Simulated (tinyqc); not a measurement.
Fully depleted semiconductor-on-insulator film with two gates, non-linear Poisson equation by Newton steps: threshold and coupling against the film thickness.

One dimension across the film, front interface at x = 0, back interface at x = ts. psi is counted from the intrinsic level, n = ni exp(psi/Vt) (source grounded), holes neglected, acceptors ionised. Gates act through Cox = eps0 eox/tox and Cbox = 3.9 eps0/tb with potentials G1 = Vg - (phiM - chi - Vt ln(Nc/ni)) and G2 = Vb - (phiB - chi - Vt ln(Nc/ni)). Classical Boltzmann densities, no interface charge, no depletion in the back plane.

ni = sqrt(Nc Nv) exp(-Eg/(2 Vt)), Eg in volts. The Poisson equation eps0 eps_r d2psi/dx2 = q (n + Na), with -eps0 eps_r dpsi/dx = Cox (G1 - psi) at x = 0 and eps0 eps_r dpsi/dx = Cbox (G2 - psi) at x = ts, is solved on 300 equal intervals with half boxes at both ends; N_inv is the trapezoid sum of n. VT is the Vg for N_inv = 1e11 cm^-2; -dVT/dVb from the linearised equation. Limits with Cs = eps0 eps_r/ts: front channel Cs Cbox/(Cox (Cs + Cbox)), back channel Cbox (Cox + Cs)/(Cox Cs). Swing at N_inv = 1e8 cm^-2.

Inputs (values chosen for the exercise); band and dielectric values close to those of silicon: temperature T = 300 K; band gap Eg = 1.11 eV; relative permittivity eps_r = 11.8; conduction-band density of states at T Nc = 2.85e19 cm^-3; valence-band density of states at T Nv = 2.61e19 cm^-3; electron affinity chi = 4 eV; relative permittivity of the gate insulator (close to silicon dioxide) eox = 3.9; insulator thickness tox = 1.6 nm; buried-oxide thickness (eps_r 3.9) tb = 74 nm; acceptor density of the film Na = 1.2e17 cm^-3; work function of the front gate phiM = 4.56 eV; work function of the back plane phiB = 5.05 eV; back-gate voltage Vb = 0 V.

Constants: q = 1.602176634e-19 C, kB = 1.380649e-23 J/K, Vt = kB T/q, eps0 = 8.8541878128e-14 F/cm where lengths are in cm. Results are converted to the units shown.

Threshold and coupling against the film thickness:
```
ts (nm),VT (V),centroid/ts at VT,-dVT/dVb,front-channel limit,back-channel limit,swing (mV/decade)
4,0.479,0.434,0.0289,0.0212,0.0395,61.3
5.6,0.475,0.407,0.0311,0.0211,0.0466,61.5
7.7,0.474,0.372,0.0333,0.0209,0.0560,61.6
11,0.475,0.318,0.0354,0.0206,0.0708,61.8
15,0.478,0.257,0.0362,0.0203,0.0886,61.9
21,0.485,0.182,0.0351,0.0198,0.115,61.9
29,0.495,0.114,0.0321,0.0191,0.151,61.6
40,0.508,0.0671,0.0284,0.0183,0.200,61.4
```

Read the table: what changes, and by how much?

As ts goes from 4 to 40, VT goes from 0.479 through a minimum of 0.474 (at ts = 7.7 among the rows listed) to 0.508 V, the centroid falls from 0.434 to 0.0671 of ts and -dVT/dVb goes from 0.0289 through a maximum of 0.0362 (at ts = 15 among the rows listed) to 0.0284. The coupling covers 42.2 % of the way from the front-channel to the back-channel limit in the first row and 5.55 % in the last.

Range of the model: In so thin a film or at such density quantum confinement moves the charge away from the interfaces and raises the threshold.

tinyqc, about 0.4 s, one thread, Intel Xeon 2.30GHz (shared host): `OMP_NUM_THREADS=1 python tinyqc.py 2190064 2190065 out.jsonl`
